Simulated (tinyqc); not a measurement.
# Changing the mean free path l

Model: BCS gap equation with a constant attraction inside the Debye window. Computed by tinyqc, a small Python program. Command: `OMP_NUM_THREADS=1 python tinyqc.py 3025664 3025665 out.jsonl bcs sweep`. One thread of a shared host (Intel(R) Xeon(R) Processor @ 2.30GHz), about 0.01 s of CPU time with the checks.

Pairs attract with strength V for |xi| < k_B Theta; N(0) is the density of states for one spin. Energies are given as temperatures (E/k_B, in K) unless marked.

Inputs (values chosen for the exercise, modelled on tantalum):
```
quantity                  value      unit
coupling N(0)V            0.239         -
Debye temperature Theta     259         K
Fermi velocity v_F       370000       m/s
electron density n         5.62  1e28/m^3
```

Solver: secant.

Constants: k_B = 8.617333262e-05 eV/K; hbar = 1.054571817e-34 J s; k_B = 1.380649e-23 J/K; m_0 = 9.1093837015e-31 kg; eps_0 = 8.8541878128e-12 F/m; c = 299792458 m/s; e = 1.602176634e-19 C.

Method. At T = 0 the gap equation 1/(N(0)V) = int_0^Theta d xi/sqrt(xi^2 + Delta^2) has the integral arcsinh(Theta/Delta), so Delta_0 = Theta/sinh(1/(N(0)V)); weak coupling gives 2 Theta exp(-1/(N(0)V)). xi_0 = hbar v_F/(pi Delta_0); lambda_L = sqrt(m_0 eps_0 c^2/(n e^2)); N(0) = 3 n/(2 m_0 v_F^2) for one spin; condensation energy N(0) Delta_0^2/2 = B_c^2/(2 mu_0), mu_0 = 1/(eps_0 c^2); with scattering lambda = lambda_L sqrt(1 + xi_0/l) in the local limit (where xi_0 and l both exceed lambda, nonlocal response makes the true depth larger); Ginzburg-Landau kappa = 0.96 lambda_L/xi_0 + 0.72 lambda_L/l. Free-electron mass throughout; heavier carriers, as in niobium or vanadium, give a larger lambda_L and kappa and can make the metal type II.

One run for each value:
```
mean free path l (nm)  Ginzburg-Landau kappa  depth with scattering (nm)  coherence length xi_0 (nm)
1                                     16.328                      240.34                      113.96
3                                      5.569                      139.96                      113.96
8                                      2.206                       87.52                      113.96
20                                     0.996                       58.01                      113.96
70                                     0.419                       36.34                      113.96
200                                    0.270                       28.09                      113.96
600                                    0.216                       24.45                      113.96
2000                                   0.197                       23.05                      113.96
5000                                   0.192                       22.67                      113.96
```

Over the rows, Ginzburg-Landau kappa falls from 16.3 to 0.192 (exponent d ln y / d ln x -0.98 between the first rows and -0.027 between the last); depth with scattering (nm) falls from 240 to 22.7 (exponent d ln y / d ln x -0.49 between the first rows and -0.018 between the last); coherence length xi_0 (nm) does not change. At the low end the exponent of Ginzburg-Landau kappa is -0.98, close to -1: the dirty limit. At the high end the exponent of Ginzburg-Landau kappa is -0.03, close to 0: the clean limit. At the low end the exponent of depth with scattering is -0.49, close to -0.50: the dirty limit. At the high end the exponent of depth with scattering is -0.02, close to 0: the clean limit. The metal turns from type II to type I between l = 20 and 70 nm.
